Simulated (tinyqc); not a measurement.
Warping of the constant-energy contours: six-band Luttinger-Kohn model.

Six-band Luttinger-Kohn model in the basis |3/2,3/2>, |3/2,1/2>, |3/2,-1/2>, |3/2,-3/2>, |1/2,1/2>, |1/2,-1/2>, electron energies, zero at the top of the unstrained valence band. H = -[rows: (P+Q, -S, R, 0, -S/r2, r2 R); (-S*, P-Q, 0, R, -r2 Q, r32 S); (R*, 0, P-Q, S, r32 S*, r2 Q); (0, R*, S*, P+Q, -r2 R*, -S*/r2); (-S*/r2, -r2 Q, r32 S, -r2 R, P+Dso, 0); (r2 R*, r32 S*, r2 Q, -S/r2, 0, P+Dso)], r2 = sqrt(2), r32 = sqrt(3/2). Levels are twofold.

P = c g1 k^2 - av tr(e); Q = c g2 (kx^2 + ky^2 - 2 kz^2) - (b/2)(exx + eyy - 2 ezz); R = c sqrt3 [-g2 (kx^2 - ky^2) + 2i g3 kx ky] + (sqrt3/2) b (exx - eyy) - i d exy; S = 2 c sqrt3 g3 (kx - i ky) kz - d (exz - i eyz); c = hbar^2/2m0, e the strain tensor (not engineering shear).

Constants: hbar^2/2m0 = 3.80998211 eV angstrom^2.

Parameters, chosen for this exercise (near those of GaAs; shifted at random, so the results belong to these values and not to a real crystal):
```
symbol  value  unit  meaning
Dso     0.332  eV    spin-orbit splitting
g1      7.01         Luttinger gamma1
g2      2.05         gamma2
g3      2.92         gamma3
E_h     60     meV   hole energy below the top
```

No strain (e = 0). In the plane kz = 0, |k| where the top and second pairs lie E_h below the top, against the angle from [100]; m = c k^2/E_h.

Contours:
```
angle (degrees)  k top (1/angstrom)  k second (1/angstrom)  m top (m0)  m second (m0)
0                            0.0736                 0.0387       0.344          0.095
9                            0.0755                 0.0385       0.362          0.094
18                           0.0816                 0.0381       0.423          0.092
27                           0.0919                 0.0375       0.536          0.089
36                           0.1056                 0.0371       0.708          0.088
45                           0.1140                 0.0370       0.825          0.087
```

The heavy contour reaches 1.550 times as far along [110] as along [100], the light one 0.955 times. The warping follows g3 - g2 = 0.87 and would vanish for g2 = g3. Along [100] the heavy mass is 1/(g1 - 2 g2) = 0.344 at any energy, while the light one is 0.0953, against 1/(g1 + 2 g2) = 0.0900 at the edge, for E_h/Dso = 0.18.

tinyqc: `OMP_NUM_THREADS=1 python tinyqc.py 1080743 1080744 out.jsonl`; about 0.09 s, one thread, shared Intel(R) Xeon(R) Processor @ 2.30GHz.
